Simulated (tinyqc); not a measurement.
Semiconductor laser, carrier and photon rate equations: one step of the calculation.

Carrier density N and photon density S in one mode: dN/dt = F1 = eta I/(q V) - (A N + B N^2 + C N^3) - vg g S; dS/dt = F2 = G vg g S + G be B N^2 - S/tp, with g = g0 ln(N/Ntr)/(1 + ec S). Output power P = Fo Eph S V/(G tp). No heating, no carrier transport.

Question. Steady state by Newton steps. Jacobian, with a = g0/(N (1 + ec S)) and d = g/(1 + ec S): J11 = -(A + 2 B N + 3 C N^2) - vg a S, J12 = -vg d, J21 = G vg a S + 2 G be B N, J22 = G vg d - 1/tp. Solve J d = -F and add d to (N, S).

Values chosen for this exercise: active volume V = 1.5e-12 cm^3; confinement factor G = 0.08; group velocity vg = 7.64e9 cm/s; gain coefficient g0 = 1500 1/cm; transparency density Ntr = 2.7e18 cm^-3; gain compression ec = 1.3e-17 cm^3; photon lifetime tp = 2 ps; defect recombination coefficient A = 2.5e8 1/s; radiative coefficient B = 1.2e-10 cm^3/s; Auger coefficient C = 3.3e-29 cm^6/s; share of spontaneous emission into the mode be = 0.00061; injection efficiency eta = 0.79; drive current I = 12 mA.

Constants: q = 1.602176634e-19 C. Results are converted to the units shown.

(N, S) at the start (Nth and the estimate of S): N (1e18 cm^-3) 4.658, S (1e15 cm^-3) 5.17

Give: F1, F2; J; (N, S) after iteration 1.

Answer.

F1, F2 (1e27 cm^-3/s): [2.068, -0.1629]

J (1/ns):

|  | N | S |
|---|---|---|
| F1 | -15.43 | -5487 |
| F2 | 0.9535 | -61.03 |

(N, S) after iteration 1: N (1e18 cm^-3) 4.823, S (1e15 cm^-3) 5.082

Program tinyqc, `OMP_NUM_THREADS=1 python tinyqc.py 2840009 2840010 out.jsonl`; Intel Xeon 2.30GHz, shared host, one thread, about 0.01 s.
